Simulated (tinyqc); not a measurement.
Inside a calculation. Model: implant damage, amorphisation by cascade overlap, and solid-phase epitaxial regrowth. Computed by tinyqc, a small Python program that keeps every step. Command: `OMP_NUM_THREADS=1 python tinyqc.py 3110623 3110624 out.jsonl sper walk`. One thread of a shared host (Intel(R) Xeon(R) Processor @ 2.30GHz), about 0.01 s of CPU time with the checks. Intermediate numbers are printed to about 7 digits and carried at full precision; extremes and crossings named in words are read from the listed rows.

Range and width of the damage are inputs. Dynamic annealing enters only through the surviving share f.

Inputs (values chosen for the exercise, modelled on phosphorus ions in germanium):

| quantity | value | unit |
|---|---|---|
| atomic density N | 44.2 | 1/nm^3 |
| ion Z1 | 15 | - |
| ion mass M1 | 31 | u |
| target Z2 | 32 | - |
| target mass M2 | 72.63 | u |
| ion energy E | 21 | keV |
| displacement energy E_d | 16 | eV |
| depth of the damage peak R_d | 15 | nm |
| width of the damage profile s_d | 10 | nm |
| share of defects that survive f | 0.96 | - |
| critical displaced share x_c | 0.13 | - |
| dose Q | 7.1e+14 | 1/cm^2 |
| overlaps needed n | 2 | - |
| area amorphised by one track A_i | 0.32 | nm^2 |
| regrowth prefactor v0 | 2.9e+16 | nm/s |
| regrowth energy E_a | 2.14 | eV |
| anneal temperature | 333 | C |
| rate relative to (100) | 1 | - |
| peak enhancement by the dopant | 1.7 | - |
| ramp rate | 90 | K/s |

Constants: a_0 = 0.529177210903 angstrom; e^2/(4 pi eps_0) = 14.39964548 eV angstrom; k_B = 8.617333262e-05 eV/K.

## Damage energy and displacements per ion

Robinson partition: eps = E a M2/(Z1 Z2 (e^2/(4 pi eps_0)) (M1 + M2)), a = 0.8853 a_0/sqrt(Z1^(2/3) + Z2^(2/3)); k = 0.0793 Z1^(2/3) Z2^(1/2) (M1 + M2)^(3/2)/((Z1^(2/3) + Z2^(2/3))^(3/4) M1^(3/2) M2^(1/2)); damage energy T_d = E/(1 + k (eps + 0.40244 eps^(3/4) + 3.4008 eps^(1/6))); displacements nu = 0.8 T_d/(2 E_d).

reduced energy eps = 0.2481456

k = 0.2427583

damage energy T_d = 12.00664 keV

T_d/E = 0.5717447

displacements per ion nu = 300.1660

43 % of the energy goes to electrons.

## The amorphous layer

Displaced share x(z) = f nu Q exp(-(z - R_d)^2/(2 s_d^2))/(sqrt(2 pi) s_d N); the layer is amorphous where x > x_c, between R_d -/+ s_d sqrt(2 ln(x_max/x_c)), the upper edge being cut at the surface. Threshold dose Q_c = Q x_c/x_max.

peak displaced share x_max = 1.846626

threshold dose Q_c = 4.998306e+13 1/cm^2

upper edge = 0 nm

lower edge = 38.03728 nm

The layer reaches the surface. Caution: x above 1 counts atoms displaced more than once.

## Damage left below the interface

Displaced atoms per area beyond the lower edge z2: f nu Q (1/2) erfc((z2 - R_d)/(sqrt2 s_d)); they are not removed by regrowth.

share of the damage beyond z2 = 0.01061897

displaced atoms beyond z2 = 2.172567e+15 1/cm^2

## Layer against dose

The formulas are those given above.

Dose series; the last column is f nu Q erfc((z2 - R_d)/(sqrt2 s_d))/2:

| Q (1/cm^2) | x_max | upper edge (nm) | lower edge (nm) | displaced atoms beyond z2 (1/cm^2) |
|---|---|---|---|---|
| 5.50e+13 | 0.143048 | 10.62624 | 19.37376 | 5.244661e+15 |
| 7.50e+13 | 0.195066 | 5.99107 | 24.00893 | 3.972766e+15 |
| 1.25e+14 | 0.325110 | 1.46021 | 28.53979 | 3.165126e+15 |
| 2.00e+14 | 0.520176 | 0.00000 | 31.65313 | 2.762018e+15 |
| 3.50e+14 | 0.910308 | 0.00000 | 34.72941 | 2.445865e+15 |
| 6.00e+14 | 1.560529 | 0.00000 | 37.29460 | 2.228912e+15 |
| 1.25e+15 | 3.251101 | 0.00000 | 40.37406 | 2.011304e+15 |
| 2.50e+15 | 6.502203 | 0.00000 | 42.97271 | 1.856334e+15 |

A dose 45 times larger moves the lower edge from 19.4 to 43.0 nm, as the root of a logarithm, and the damage beyond it falls by a factor 2.8, since the edge lies on an ever steeper tail. The layer reaches the surface at Q_c exp(R_d^2/(2 s_d^2)) = 1.54e14 per cm^2.

## Overlap model

Gibbons model: a point turns amorphous after n + 1 hits; with y = A_i Q the amorphous share is 1 - exp(-y) sum_(k=0..n) y^k/k!. Doses are set by y.

Amorphous share:

| y | Q (1/cm^2) | direct impact (n = 0) | given n |
|---|---|---|---|
| 0.1 | 3.125000e+13 | 0.0951626 | 1.546531e-04 |
| 0.3 | 9.375000e+13 | 0.2591818 | 3.599493e-03 |
| 0.6 | 1.875000e+14 | 0.4511884 | 2.311529e-02 |
| 1.0 | 3.125000e+14 | 0.6321206 | 8.030140e-02 |
| 2.0 | 6.250000e+14 | 0.8646647 | 3.233236e-01 |
| 3.0 | 9.375000e+14 | 0.9502129 | 5.768099e-01 |
| 5.0 | 1.562500e+15 | 0.9932621 | 8.753480e-01 |
| 8.0 | 2.500000e+15 | 0.9996645 | 9.862460e-01 |

At small y the share grows as y^3; between the first rows the exponent is 2.86.

## Isothermal regrowth

v = v0 x orientation factor x exp(-E_a/(k_B T)) x [1 + (enhancement - 1) exp(-(z - R_d)^2/(2 s_d^2))], T = anneal temperature + 273.15 K; the dopant is taken to follow the damage profile; the lower front moves from the lower edge z2 to the surface, or to the middle (z1 + z2)/2 of a buried layer with upper edge z1; time = int dz/v; the equivalent undoped distance is that time times the undoped velocity.

undoped velocity = 0.04672676 nm/s

distance to regrow = 38.03728 nm

time without enhancement = 814.0363 s

equivalent undoped distance = 27.29542 nm

time with enhancement = 584.1497 s

The rate doubles for each 10 K or so near this temperature.

## Regrowth during a ramp

On a linear ramp from 200 C regrowth ends at the T_f where int v_undoped dT/(ramp rate) equals the equivalent undoped distance.

temperature at which regrowth ends = 475.7590 C

Checks made by the program: tail against quadrature of x(z) N (relative difference below 1e-10).
